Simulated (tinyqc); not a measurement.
Donor in an ellipsoidal valley (Kohn-Luttinger variational method). From one set of inputs to another, one input at a time. Computed by tinyqc, a small Python program. Command: `OMP_NUM_THREADS=1 python tinyqc.py 3012606 3012607 out.jsonl kohnlutt ladder`. One thread of a shared host (Intel(R) Xeon(R) Processor @ 2.30GHz), about 0.1 s of CPU time with the checks.

H = -(d^2/dx^2 + d^2/dy^2) - gamma d^2/dz^2 - 2/r in units built on m_t, with gamma = m_t/m_l and z along the valley axis. One valley; no valley-orbit or central-cell term.

The inputs printed are set A. Inputs not listed in the table keep their values of set A, so the rows need not describe a real material.

Inputs (values chosen for the exercise, for a model semiconductor): transverse mass m_t = 0.146 m_0; longitudinal mass m_l = 1.23 m_0; dielectric constant eps = 7.53.

Constants: Ry = 13.605693123 eV; a_0 = 0.529177210903 angstrom.

Method:
- Ry* = Ry m_t/eps^2, a* = a_0 eps/m_t, gamma = m_t/m_l.
- Trial function exp(-sqrt((x^2 + y^2)/a^2 + z^2/b^2)) with beta = b/a < 1: E = t/a^2 - u/a, t = (2 + gamma/beta^2)/3, u = 2 arcsin(sqrt(1 - beta^2))/sqrt(1 - beta^2); the best a is 2 t/u and E(beta) = -u^2/(4 t).
- Golden-section search on beta from 0.05 to 0.999, 60 steps.
- Gaussian basis: g = P exp(-al (x^2 + y^2) - be z^2) with P = 1 (s-like), z (2p0) or x (2p+-); al = 0.004 x 2.6^k, k = 0..11, and be/al = 1, gamma^(-1/2) or 1/gamma (36 functions); 1/r = (2/sqrt(pi)) int exp(-t^2 r^2) dt by 48 Gauss-Legendre points after t = sqrt(al_i + al_j) tan(theta); overlap eigenvalues below 1e-10 are dropped.

Each row keeps all changes above it:
```
input moved                   from      to  2p0 binding energy (meV)  2p+- binding energy (meV)  radius a of the 1s trial function (angstrom)
set A                            -       -                    25.821                     11.971                                        18.815
longitudinal mass m_l (m_0)   1.23    1.59                    28.651                     12.272                                        18.184
transverse mass m_t (m_0)    0.146  0.0839                    20.234                      7.387                                        29.600
dielectric constant eps       7.53    15.7                     4.655                      1.699                                        61.715
```

2p0 binding energy goes from 25.8 to 4.65, a factor 0.180 in all. The largest single move comes from dielectric constant eps (a factor 0.230). 2p+- binding energy goes from 12.0 to 1.70, a factor 0.142 in all. The largest single move comes from dielectric constant eps (a factor 0.230). Radius a of the 1s trial function goes from 18.8 to 61.7, a factor 3.28 in all. The largest single move comes from dielectric constant eps (a factor 2.08). The single moves hold for this order of the switches; the total does not depend on the order.

Extremes, crossings and ranges named in words are read from the listed rows.
